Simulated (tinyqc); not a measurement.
Worked calculation: band edges of strained Si(1-x)Ge(x) on relaxed Si(1-y)Ge(y). Values are carried at full precision from step to step, so a last printed digit may differ when a step is redone from the rounded ones.

Values are linear in the Ge fraction but for ED(x) = linear - CD x (1 - x) and a(x) = linear - Ca x (1 - x). Energies are on the common scale of Ev.

Inputs chosen for the exercise (end members near Si and Ge, in this order; not measured data): a = (5.43, 5.655) angstrom (lattice constant); Dso = (0.044, 0.293) eV (spin-orbit splitting); av = (2.45, 1.23) eV (valence hydrostatic potential); b = (-2.08, -2.51) eV (tetragonal shear potential); d = (-4.78, -5.31) eV (trigonal shear potential); C11 = (166, 128.9) GPa; C12 = (63.5, 48.9) GPa; C44 = (80.3, 66.7) GPa; Ev = (0, 0.7) eV (top of the unstrained valence band); ED = (1.168, 0.937) eV (gap to the Delta valleys); EL = (2.024, 0.75) eV (gap to the L valleys); aD = (1.81, 1.37) eV (hydrostatic potential of the Delta gap); aL = (-3.41, -2.91) eV (hydrostatic potential of the L gap); XuD = (9.49, 9.43) eV (uniaxial potential, Delta); XuL = (16.09, 15.66) eV (uniaxial potential, L); CD = 0.237 eV (bowing of the Delta gap); Ca = 0 angstrom (bowing of the lattice constant); x = 0 (Ge fraction of the layer); y = 0.42 (Ge fraction of the relaxed buffer); face = 001 (growth face).

## Values of the layer and the buffer

Interpolate at x and at y.

Interpolated values (a in angstrom, C11, C12, C44 in GPa, all else in eV):
```
symbol,layer,buffer
a,5.4300,5.5245
Dso,0.0440,0.1486
av,2.4500,1.9376
b,-2.0800,-2.2606
d,-4.7800,-5.0026
C11,166.0000,150.4180
C12,63.5000,57.3680
C44,80.3000,74.5880
Ev,0.0000,0.2940
ED,1.1680,1.0132
EL,2.0240,1.4889
aD,1.8100,1.6252
aL,-3.4100,-3.2000
XuD,9.4900,9.4648
XuL,16.0900,15.9094
```

## Strain of the layer on a (001) buffer

Coherent growth on a (001) face: e_par = (a(y) - a(x))/a(x), e_perp = -2 (C12/C11) e_par; exx = eyy = e_par, ezz = e_perp, no shear.

Use the elastic constants of the layer.

e_par = 0.017403
e_perp = -0.013315

strain tensor in the cubic axes:
```
,x,y,z
x,0.017403,0.000000,0.000000
y,0.000000,0.017403,0.000000
z,0.000000,0.000000,-0.013315
```

The layer is under tension in the plane; its volume changes by +2.149 %.

## Conduction valleys of the layer

A valley with unit axis u lies at Ev + gap + (av + a_valley) tr(e) + Xu (u.e.u - tr(e)/3); the Delta axes are x, y, z and the L axes [111], [1-1-1], [-11-1], [-1-11]. The second-order shift of the Delta valleys under shear is left out; it lowers the pair normal to the sheared plane by tens of meV at a shear of 1 %.

Give the hydrostatic shifts, the uniaxial shifts and the edges.

hydrostatic shifts of Delta and L (eV): 0.0916  -0.0206

uniaxial shifts (eV): Delta x 0.0972, Delta y 0.0972, Delta z -0.1943, L [111] 0.0000, L [1-1-1] 0.0000, L [-11-1] 0.0000, L [-1-11] 0.0000

valley edges (eV): Delta x 1.3567, Delta y 1.3567, Delta z 1.0652, L [111] 2.0034, L [1-1-1] 2.0034, L [-11-1] 2.0034, L [-1-11] 2.0034

The lowest set is Delta2 (the digit counts whole valleys) at 1.0652 eV; the Delta valleys spread over 292 meV and the L valleys over 0 meV.

## Valence edges of the layer

Valence edges: Ev plus the levels of the 6 x 6 matrix of X, Y, Z times spin with -Dso/3 + l exx + m (eyy + ezz) on the diagonal (cyclic), n exy off it, l = av + 2 b, m = av - b, n = sqrt(3) d. Spin-orbit term (Dso/3) L.sigma on X, Y, Z with (L_k)_ij = -i epsilon_kij: <X+|H|Y+> = -i Dso/3, <X+|H|Z-> = Dso/3, <Y+|H|Z-> = -i Dso/3, <Z+|H|X-> = -Dso/3, <Z+|H|Y-> = i Dso/3, <X-|H|Y-> = i Dso/3, and their conjugates; + and - are the spin along z.

Give the strain block and the three twofold edges.

strain block (eV):
```
,X,Y,Z
X,-0.0112,0,0
Y,0,-0.0112,0
Z,0,0,0.1804
```

edges from the top (eV): 0.1678  -0.0112  -0.0426

The top two edges are split by 179 meV.

## Gap and offsets against the buffer

Buffer: Ev(y) and Ec = Ev(y) + min(ED, EL). dEc = Ec(buffer) - Ec(layer), dEv = Ev(layer) - Ev(buffer); positive values confine the carrier in the layer; type I if both have one sign.

gap of the strained layer = 0.8974 eV
gap of the buffer = 1.0132 eV
dEc = 0.2420 eV
dEv = -0.1262 eV

Type II: electrons collect in the layer (242 meV) and holes in the buffer (126 meV). The relaxed layer would have a gap of 1.168 eV, so strain has moved it by -271 meV.

## Checks

- Mean of the three Delta edges against the hydrostatic shift alone (eV): both 1.25956.

Program tinyqc; command `OMP_NUM_THREADS=1 python tinyqc.py 1080106 1080107 out.jsonl`; about 0.02 s on one thread of a shared Intel(R) Xeon(R) Processor @ 2.30GHz.
